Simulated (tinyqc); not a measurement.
Worked calculation: current of a Schottky diode by thermionic-emission-diffusion theory, and its read-back from I-V-T and C-V data. Computed by tinyqc, a small Python program that keeps every step. Command: `OMP_NUM_THREADS=1 python tinyqc.py 3015034 3015035 out.jsonl schottky walk`. One thread of a shared host (Intel(R) Xeon(R) Processor @ 2.30GHz), about 0.01 s of CPU time with the checks. Intermediate numbers are printed to about 5 digits and carried at full precision; extremes and crossings named in words are read from the listed rows.

Full ionisation, no tunnelling, no recombination current. V is the voltage across the junction itself, forward positive.

Inputs (values chosen for the exercise, modelled on n-type Ga2O3):
```
quantity                                     value           unit
Richardson constant A*                        32.2   A/(cm^2 K^2)
effective density of states at 300 K, N_c  3.8e+18         1/cm^3
permittivity eps                              10.2              -
mobility mu                                    140     cm^2/(V s)
barrier without image force phi_0             1.06             eV
doping N                                   2.9e+16         1/cm^3
series resistance R_s                          1.3  milliohm cm^2
junction voltage V                            0.46              V
temperature T                                  300              K
```

Barrier: uniform.

Constants: k_B = 8.617333262e-05 eV/K; e = 1.602176634e-19 C; eps_0 = 8.8541878128e-12 F/m.

## Barrier at the given bias

N_c(T) = N_c (T/300 K)^(3/2); V_bi = phi_0 - (k_B T/e) ln(N_c(T)/N); surface field F = sqrt(2 e N (V_bi - V - k_B T/e)/(eps eps_0)); image lowering d_phi = sqrt(e F/(4 pi eps eps_0)); effective barrier phi = phi_0 - d_phi.

built-in voltage V_bi = 0.93396 V

surface field F = 67.903 kV/cm

image lowering = 30.961 meV

effective barrier phi = 1.0290 eV

## Current

Collection velocity v_R = A* T^2/(e N_c(T)); diffusion velocity v_D = mu F; J = e N_c(T) v_R/(1 + v_R/v_D) exp(-phi/k_B T) [exp(e V/k_B T) - 1]. Terminal voltage V + J R_s.

v_R = 4.7600e+06 cm/s

v_D = 9.5064e+06 cm/s

current density J = 5.3256e-04 A/cm^2

terminal voltage = 0.46000 V

v_D/v_R = 2.00: both steps matter.

## Read-back from the I-V curve

Ideality n = (e/k_B T)/(d ln J/dV) by a central difference of +/- 1 mV; J_0 = J exp(-e V/(n k_B T)); apparent barrier phi_IV = k_B T ln(A* T^2/J_0); a C-V plot gives phi_CV = phi_0, the mean without lowering.

ideality factor n = 1.0276

extrapolated J_0 = 1.6090e-11 A/cm^2

apparent barrier phi_IV = 1.0272 eV

phi_CV - phi_IV = 32.840 meV

n exceeds 1 because forward bias lowers the field, which weakens the image lowering and v_D.

## Temperature series and Richardson plot

A least-squares line of ln(J_0/T^2) against 1/(k_B T) gives a barrier (minus the slope) and a Richardson constant (exp of the intercept).

At the same junction voltage:
```
T (K)  1/k_B T (1/eV)       n  J_0 (A/cm^2)  phi_IV (eV)  ln(J_0/T^2)
200            58.023  1.0208    1.9949e-20       1.0243      -55.958
250            46.418  1.0239    4.2368e-15       1.0257      -44.138
300            38.682  1.0276    1.6090e-11       1.0272      -36.260
350            33.156  1.0323    6.0826e-09       1.0286      -30.634
400            29.011  1.0382    5.4161e-07       1.0301      -26.412
450            25.788  1.0457    1.8371e-05       1.0313      -23.123
```

barrier from the Richardson plot = 1.0185 eV

Richardson constant from the plot = 23.062 A/(cm^2 K^2)

From 200 to 450 K n goes from 1.021 to 1.046 and phi_IV from 1.024 to 1.031 eV. The plot returns 1.019 eV against phi_0 = 1.06 and a constant 0.716 times the true A*: the diffusion step lowers the prefactor.

## Forward curve with series resistance

Terminal voltage V + J R_s; apparent ideality from neighbouring rows, (e/k_B T) dV_terminal/d ln J.

Forward curve; the last column belongs to the interval up to the next row:
```
V (V)  J (A/cm^2)  terminal voltage (V)  apparent n
0.221  6.2913e-08                0.2210      1.0194
0.306  1.5831e-06                0.3060      1.0223
0.392  4.0994e-05                0.3920      1.0263
0.478  1.0482e-03                0.4780      1.0324
0.563  2.5355e-02                0.5630      1.0507
0.649  6.1866e-01                0.6498      1.2782
0.735  1.4314e+01                0.7536      5.6071
0.820  2.8081e+02                1.1850           -
```

The resistance takes over where J R_s exceeds k_B T/e, at J = 19.9 A/cm^2; the apparent ideality climbs from 1.02 to 5.61, so barrier and n must be read below that current.

Checks made by the program: v_D = mu F against the drift-diffusion integral over the parabolic barrier, a ratio 2 y Dawson(y) with y^2 = (V_bi - V)/(k_B T/e) - 1 (relative difference 3e-02).
